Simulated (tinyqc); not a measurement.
Convergence with the plane-wave basis: k.p theory built from an empirical-pseudopotential calculation at Gamma.

Empirical pseudopotential on the fcc lattice, atoms at +/- tau, tau = a (1,1,1)/8, no spin-orbit coupling. H(G,G') = c (2 pi/a)^2 |k + G|^2 delta + VS(q) cos(q.tau) + i VA(q) sin(q.tau), q = G - G', c = hbar^2/2m0; k and G in units of 2 pi/a; VS at |q|^2 = 3, 8, 11 and VA at 3, 4, 11, in rydberg, zero elsewhere. The basis holds all G with |G|^2 up to a cut-off. Energies are counted from the fourth level at Gamma.

For a multiplet A of d_A states, W(B) = (4 c/(3 d_A)) sum over n in A, m in B and i = x, y, z of |<n|G_i|m>|^2 (G in 1/angstrom, <n|G_i|m> = sum_G c_n(G)* G_i c_m(G)); the mean inverse mass of A is 1 + sum_B W(B)/(E_A - E_B). Multiplets with W = 0 are left out.

Valence parameters: D(u) = c + 4 c^2 sum_m <n|u.G|m><m|u.G|n'>/(0 - E_m) on the valence triplet, in units of c, has eigenvalues L, M, M along [100] and (L + 2M + 2N)/3, (L + 2M - N)/3 twice along [111]; g1 = -(L + 2M)/3, g2 = -(L - M)/6, g3 = -N/6.

Constants: hbar^2/2m0 = 3.80998211 eV angstrom^2; Ry = 13.60569312 eV.

Inputs chosen for the exercise (out of a larger set: near those of GaAs; not measured data): a = 5.637 angstrom (lattice constant); VS = (-0.229, 0.01, 0.06) Ry (symmetric form factors); VA = (0.071, 0.05, 0.009) Ry (antisymmetric form factors).

E_s is the lowest empty singlet, Ep its W to the valence triplet, m its mass.

Results:

| cut-off | plane waves | E_s (eV) | Ep (eV) | m (m0) | g1 | g2 | g3 |
|---|---|---|---|---|---|---|---|
| 8 | 27 | 1.387 | 17.99 | 0.0718 | 5.92 | 1.82 | 2.55 |
| 11 | 51 | 1.407 | 18.33 | 0.0715 | 5.90 | 1.91 | 2.51 |
| 12 | 59 | 1.445 | 18.32 | 0.0734 | 5.86 | 1.82 | 2.47 |
| 16 | 65 | 1.445 | 18.34 | 0.0733 | 5.88 | 1.83 | 2.48 |
| 19 | 89 | 1.444 | 18.34 | 0.0732 | 5.88 | 1.83 | 2.48 |
| 20 | 113 | 1.448 | 18.33 | 0.0734 | 5.87 | 1.82 | 2.47 |
| 24 | 137 | 1.449 | 18.33 | 0.0735 | 5.87 | 1.82 | 2.47 |

How do the results move, and what explains it?

Against the last row, E_s errs most, by -0.062 eV, at cut-off 8, and by -0.001 eV in the last row but one. Ep varies by 1.9 % over the table and m by 2.7 %: the mass, near E_s/Ep, inherits the errors of both. Local form factors fix the converged values only roughly. The gap is a difference of two levels, so it need not converge steadily, and here it does not.

Program tinyqc; command `OMP_NUM_THREADS=1 python tinyqc.py 1050683 1050684 out.jsonl`; about 0.5 s on one thread of a shared Intel(R) Xeon(R) Processor @ 2.30GHz.
